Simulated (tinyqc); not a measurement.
# Long-channel MOSFET, surface-potential model: effect of the temperature

n-channel transistor on a uniformly doped p-type body, gradual-channel approximation, constant mobility, Boltzmann statistics, full ionisation. Potentials are counted from the neutral body; V is the electron quasi-Fermi potential, Vsb at the source and Vsb + Vds at the drain. Charges are magnitudes per area.

Nc and Nv are given at 293 K and scale as (T/293 K)^1.5; Eg, Vfb and mu are held fixed. ni = sqrt(Nc Nv) exp(-Eg/(2 Vt)), Eg in volts; phiF = Vt ln(Na/ni); Cox = eps0 eox/tox; gamma = sqrt(2 q eps0 eps_r Na)/Cox. The surface potential psi at channel potential V solves Vgs + Vsb - Vfb - psi = gamma sqrt(G), G = psi - Vt + Vt exp((psi - 2 phiF - V)/Vt). Charge sheet: Qi = Cox gamma [sqrt(G) - sqrt(psi - Vt)]; I = mu (W/L) [integral of Qi dpsi from psi_0 to psi_L (drift) + Vt (Qi0 - QiL) (diffusion)], with psi_0 at V = Vsb and psi_L at V = Vsb + Vds. VT = Vfb + 2 phiF + gamma sqrt(2 phiF + Vsb), m = 1 + gamma/(2 sqrt(2 phiF + Vsb)). The swing is 20 mV/log10[I(VT - 0.14 V)/I(VT - 0.16 V)] of the charge-sheet current at the given Vds.

Values chosen for this exercise; material values close to those of gallium nitride: band gap Eg = 3.38 eV; relative permittivity of the semiconductor eps_r = 9.68; conduction-band density of states at the reference temperature Nc = 2.25e18 cm^-3; valence-band density of states at the reference temperature Nv = 4.36e19 cm^-3; acceptor density of the body Na = 5.6e16 cm^-3; relative permittivity of the gate insulator eox = 21.1; insulator thickness tox = 28 nm; flat-band voltage Vfb = -2.02 V; channel mobility mu = 680 cm^2/(V s); gate width W = 2 um; gate length L = 10 um; source-body reverse bias Vsb = 0 V; gate-source voltage Vgs = 1.31 V; drain-source voltage Vds = 0.1 V.

Constants: q = 1.602176634e-19 C, kB = 1.380649e-23 J/K, Vt = kB T/q, eps0 = 8.8541878128e-14 F/cm where lengths are in cm. Results are converted to the units shown.

The same in every row: gamma (V^0.5) = 0.1859.

Result of one run:
```
VT (V)	m	swing (mV/decade)	I at Vgs, Vds (uA)
1.292	1.054	84.32	0.008926
```

Which temperature T gave this result: 250, 280, 370 or 400 K?

T = 400 K.

The whole series:
```
T (K)	VT (V)	m	swing (mV/decade)	I at Vgs, Vds (uA)
220	1.513	1.052	46.12	7.177e-8
250	1.478	1.052	52.46	1.430e-6
280	1.443	1.052	58.80	1.596e-5
310	1.406	1.053	65.16	1.172e-4
340	1.369	1.053	71.53	6.283e-4
370	1.331	1.053	77.92	0.002629
400	1.292	1.054	84.32	0.008926
430	1.253	1.054	90.75	0.02509
```

As T goes from 220 to 430 K, VT falls from 1.51 to 1.25 V, the swing rises from 46.1 to 90.8 mV a decade and the current rises from 7.18e-8 to 0.0251 uA. The swing is 0.44 % above m Vt ln 10 in the first row and 0.91 % above it in the last. The gate voltage is below VT in 6 of the 8 rows. In every row acceptors of such wide-gap materials are deep, so full ionisation is an idealisation. In every row the mobility is held fixed, though a real channel mobility changes with T and would alter the trend of the current.

Program tinyqc, `OMP_NUM_THREADS=1 python tinyqc.py 2360043 2360044 out.jsonl`; Intel Xeon 2.30GHz, shared host, one thread, about 0.06 s.
